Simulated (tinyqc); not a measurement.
Interface traps by the conductance method, a continuum of levels: one step of the calculation.

MOS capacitor on an n-type substrate; psi is the band bending, negative in depletion; only majority carriers are counted. The traps exchange electrons with the conduction band; their admittance lies in parallel with Cd, and that pair in series with Cox and Rs. w = 2 pi f.

Task. Capacitances and time constant. Cox = 3.9 eps0/EOT, LD = sqrt(eps0 eps_r Vt/(q Nd)), u = psi/Vt, Cd = (eps0 eps_r/(sqrt(2) LD)) |exp(u) - 1|/sqrt(exp(u) - u - 1); ns = Nd exp(u); tau = 1/(sn vth ns), Cit = q Dit (Dit per eV).

Inputs (values chosen for the exercise); band and dielectric values close to those of gallium arsenide:
```
symbol,value,unit,meaning
T,300,K,temperature
eps_r,12.7,,relative permittivity
Nd,4.3e16,cm^-3,donor density
EOT,12,nm,equivalent oxide thickness
ps,-0.209,V,band bending psi
sn,4.4e-17,cm^2,capture cross-section for electrons
vth,4.7e7,cm/s,thermal velocity
Dit,2.1e11,cm^-2 eV^-1,interface trap density
```

Constants: q = 1.602176634e-19 C, kB = 1.380649e-23 J/K, Vt = kB T/q, eps0 = 8.8541878128e-14 F/cm where lengths are in cm. Results are converted to the units shown.

Give: Cox; Cd; ns; tau; Cit.

Result.

Cox = 287.8 nF/cm^2
Cd = 145.4 nF/cm^2
ns = 1.326e13 cm^-3
tau = 3.648e-5 s
Cit = 33.65 nF/cm^2

tinyqc, about 0.01 s, one thread, Intel Xeon 2.30GHz (shared host): `OMP_NUM_THREADS=1 python tinyqc.py 2030016 2030017 out.jsonl`
